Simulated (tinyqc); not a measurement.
Inside a calculation. Model: finite-difference solution of the diffusion equation on a small grid. Computed by tinyqc, a small Python program that keeps every step. Command: `OMP_NUM_THREADS=1 python tinyqc.py 3009757 3009758 out.jsonl fdiff walk`. One thread of a shared host (Intel(R) Xeon(R) Processor @ 2.30GHz), about 0.01 s of CPU time with the checks. Intermediate numbers are printed to about 6 digits and carried at full precision; extremes and crossings named in words are read from the listed rows.

dC/dt = D d2C/dx2 on nodes x_j = j dx, j = 0..8; the far end is sealed.

Inputs (values chosen for the exercise):
```
quantity,value,unit
diffusivity D,0.28,nm^2/s
grid spacing dx,50,nm
time step dt,2500,s
final time t_f,40000,s
surface value C_s,92,% of a reference
```

Boundary at x = 0: fixed surface value. Scheme: Crank-Nicolson.

start values C_j, j = 0, 1, ... (% of a reference): [0, 0, 0, 0, 0, 0, 0, 0, 0]

## Mesh ratio and operator

The operator M acts as (M C)_j = C_(j-1) - 2 C_j + C_(j+1); at the sealed far end a mirror node gives 2 C_(N-2) - 2 C_(N-1); at j = 0, C_0 is held at C_s from the start (row of zeros). r = D dt/dx^2.

mesh ratio r = 0.28

operator M:
```
,0,1,2,3,4,5,6,7,8
0,0,0,0,0,0,0,0,0,0
1,1,-2,1,0,0,0,0,0,0
2,0,1,-2,1,0,0,0,0,0
3,0,0,1,-2,1,0,0,0,0
4,0,0,0,1,-2,1,0,0,0
5,0,0,0,0,1,-2,1,0,0
6,0,0,0,0,0,1,-2,1,0
7,0,0,0,0,0,0,1,-2,1
8,0,0,0,0,0,0,0,2,-2
```

## Amplification factors

The mode of M with eigenvalue mu has its amplitude multiplied per step by g = (1 + (1 - theta) r mu)/(1 - theta r mu), with theta = 0 explicit, 1 implicit, 1/2 Crank-Nicolson; the explicit scheme is stable for r up to 2/|mu_min|.

eigenvalues mu of M: [-3.96157, -3.66294, -3.11114, -2.39018, -1.60982, -0.88886, -0.33706, -0.03843, 0.00000]

factors g: [0.28649, 0.32204, 0.39318, 0.49855, 0.63215, 0.77866, 0.90988, 0.98930, 1.00000]

largest stable r of the explicit scheme = 0.504850

The smallest factor is 0.286: no mode changes sign, and all decay but one with mu = 0 where there is such a mode.

## Time step 1

C at the start (%): [92, 0, 0, 0, 0, 0, 0, 0, 0]

With r = D dt/dx^2: (1 - theta r M) C(new) = (1 + (1 - theta) r M) C(old); theta = 0 explicit, 1 implicit, 1/2 Crank-Nicolson.

C after step 1 (%): [92.0000, 20.3717, 2.2555, 0.2497, 0.0276, 0.0031, 0.0003, 0.0000, 0.0000]

## Time step 2

The formulas are those given above.

C after step 2 (%): [92.0000, 32.6208, 7.2233, 1.1996, 0.1771, 0.0245, 0.0033, 0.0004, 0.0001]

## All steps

The run takes n = round(t_f/dt) steps of length t_f/n. The dose is the trapezoidal sum of C dx; the error is the largest difference from exp(M D t/dx^2) C(0), the exact time evolution on the same grid.

Course of the run:
```
step,t (s),C_1,C_4,dose (% nm),largest error
1,2500,20.3717,2.76474e-02,3445.4,0.423136
2,5000,32.6208,1.77085e-01,4362.5,0.403523
3,7500,40.6342,5.62990e-01,5137.7,0.306552
4,10000,46.2579,1.23359e+00,5817.4,0.220121
5,12500,50.4314,2.16382e+00,6428.6,0.157304
6,15000,53.6668,3.29689e+00,6987.9,0.114102
7,17500,56.2619,4.57189e+00,7506.4,0.084609
...,...,...,...,...,...
10,25000,61.7390,8.77609e+00,8884.0,0.039511
11,27500,63.0768,1.01994e+01,9298.3,0.031877
12,30000,64.2525,1.16026e+01,9695.0,0.026775
13,32500,65.2963,1.29757e+01,10076.2,0.023754
14,35000,66.2311,1.43125e+01,10443.5,0.021099
15,37500,67.0745,1.56093e+01,10798.3,0.018790
16,40000,67.8405,1.68645e+01,11141.9,0.016789
```

C at the end (%): [92.0000, 67.8405, 46.2895, 29.1172, 16.8645, 9.0195, 4.5311, 2.3331, 1.6867]

largest error at t_f = 0.0167886 %

final dose = 11141.9 % nm

final C_4 = 16.8645 %

The time-step error at the end is 0.017 on a scale of 92.0. The dose grows as material enters from the surface.

## The three schemes as the step is halved

Each run reaches t_f in n equal steps; errors are the largest difference from exp(M D t_f/dx^2) C(0). A dash marks unstable explicit runs.

Largest error at t_f (%):
```
steps n,r,explicit,implicit,Crank-Nicolson
4,1.1200,-,3.05293,3.51039e-01
8,0.5600,-,1.55010,6.70051e-02
16,0.2800,0.772011,0.77701,1.67886e-02
32,0.1400,0.387147,0.38842,4.19909e-03
64,0.0700,0.193799,0.19412,1.04989e-03
128,0.0350,0.096948,0.09703,2.62479e-04
256,0.0175,0.048485,0.04851,6.56202e-05
```

From the last two rows, halving the step divides the error by 2.00 (explicit), 2.00 (implicit), 4.00 (Crank-Nicolson): a factor 2 marks first order in dt and 4 second order. The explicit scheme needs n of at least 9 to be stable; the other two are stable at any step.

Checks made by the program: matrix exponential against 4096 Crank-Nicolson steps (relative difference 3e-09).
